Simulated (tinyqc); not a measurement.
n-type polysilicon, carrier trapping at grain boundaries: effect of the doping.

One-dimensional grains of size Lg, uniform ionised doping N, monovalent traps Qt at each boundary at a depth Et below (for electrons) or above (for holes) the band edge there, abrupt depletion of width W on each side of a boundary, Boltzmann statistics. xi is the distance from the band edge at the grain centre to the Fermi level. Trapped charge Qt/(1 + exp((xi + VB - Et)/Vt)) = 2 N W, barrier VB = q N W^2/(2 eps0 eps_r).

If the trap equation with xi = Vt ln(NB/N) has a root W < Lg/2, the grain is partly depleted; otherwise W = Lg/2 and the trap equation gives xi = Et - VB + Vt ln(Qt/(N Lg) - 1). N* = Qt/Lg. n0 = NB exp(-xi/Vt); mean density n0 (1 - 2 W/Lg) by charge balance in a partly depleted grain, and n0 (sqrt(pi)/2) erf(u)/u with u = sqrt(VB/Vt) in a fully depleted one; v = sqrt(kB T/(2 pi ms m0)); barrier resistivity Vt exp(VB/Vt)/(q fe n0 v Lg); grain resistivity (1 - 2 W/Lg)/(q n0 mug); effective mobility 1/(q mean density total resistivity). Rows with xi above 0.45 V, towards mid-gap, are left out, since the other carrier type is ignored.

Inputs (values chosen for the exercise); values of the order met in polycrystalline silicon:

| symbol | value | unit | meaning |
|---|---|---|---|
| T | 350 | K | temperature |
| eps_r | 11.7 |  | relative permittivity |
| NB | 3.53e19 | cm^-3 | conduction-band density of states at T |
| Lg | 19 | nm | grain size |
| Qt | 1.2e12 | cm^-2 | trap density of a grain boundary |
| Et | 0.43 | eV | depth of the trap level from the majority band edge at the boundary |
| ms | 0.37 | m0 | mass for thermionic emission |
| fe | 1 |  | correction factor of the emission rate |
| mug | 210 | cm^2/(V s) | mobility inside the grains |

Constants: q = 1.602176634e-19 C, kB = 1.380649e-23 J/K, m0 = 9.1093837015e-31 kg, Vt = kB T/q, eps0 = 8.8541878128e-14 F/cm where lengths are in cm. Results are converted to the units shown.

Results:

| N (cm^-3) | N/N* | depleted share 2 W/Lg | VB (V) | xi (V) | mean density (cm^-3) | resistivity (ohm cm) | effective mobility (cm^2/(V s)) |
|---|---|---|---|---|---|---|---|
| 2.2e17 | 0.34833 | 1.0000 | 0.015354 | 0.43354 | 1.7228e13 | 1709.3 | 211.95 |
| 4.2e17 | 0.66500 | 1.0000 | 0.029312 | 0.38001 | 8.9583e13 | 460.27 | 151.37 |
| 8e17 | 1.2667 | 0.78940 | 0.034792 | 0.11422 | 1.6848e17 | 0.089997 | 411.64 |
| 1.5e18 | 2.3750 | 0.42104 | 0.018558 | 0.095260 | 8.6844e17 | 0.037056 | 193.95 |
| 5.5e18 | 8.7083 | 0.11483 | 0.0050615 | 0.056073 | 4.8684e18 | 0.0092436 | 138.69 |
| 1.1e19 | 17.417 | 0.057416 | 0.0025308 | 0.035167 | 1.0368e19 | 0.0045974 | 130.94 |

Estimate the missing row, N = 2.9e18 cm^-3.

Computed row:

| N (cm^-3) | N/N* | depleted share 2 W/Lg | VB (V) | xi (V) | mean density (cm^-3) | resistivity (ohm cm) | effective mobility (cm^2/(V s)) |
|---|---|---|---|---|---|---|---|
| 2.9e18 | 4.5917 | 0.21778 | 0.0095993 | 0.075377 | 2.2684e18 | 0.017849 | 154.15 |

With this row back in the table: As N goes from 2.2e17 to 1.1e19, VB goes from 0.0154 through a maximum of 0.0348 (at N = 8e17 among the rows listed) to 0.00253 V, the resistivity falls from 1710 to 0.00460 ohm cm and the effective mobility moves up and down between 131 and 412 cm^2/(V s). The steepest fall of the resistivity among the rows, as N^(-13.3), lies between N = 4.2e17 and 8e17 cm^-3; N* = 6.32e17 cm^-3. While the grain is fully depleted VB grows as N; once the traps are full it falls as 1/N. For N = 2.9e18, 5.5e18, 1.1e19 xi is under 2.5 Vt, where Boltzmann statistics begin to fail. For N = 2.2e17, 4.2e17, 1.5e18, 2.9e18, 5.5e18, 1.1e19 VB is below Vt, where abrupt depletion and thermionic emission are rough. For N = 8e17 the grain is near the changeover between partial and full depletion, within a few Debye lengths, where both limits are rough. For N = 2.2e17, 8e17 the effective mobility exceeds mug, since drift through the depleted part of the grain is left out.

Numbers from tinyqc (`OMP_NUM_THREADS=1 python tinyqc.py 2830151 2830152 out.jsonl`; about 0.01 s on one thread of a shared Intel Xeon 2.30GHz).
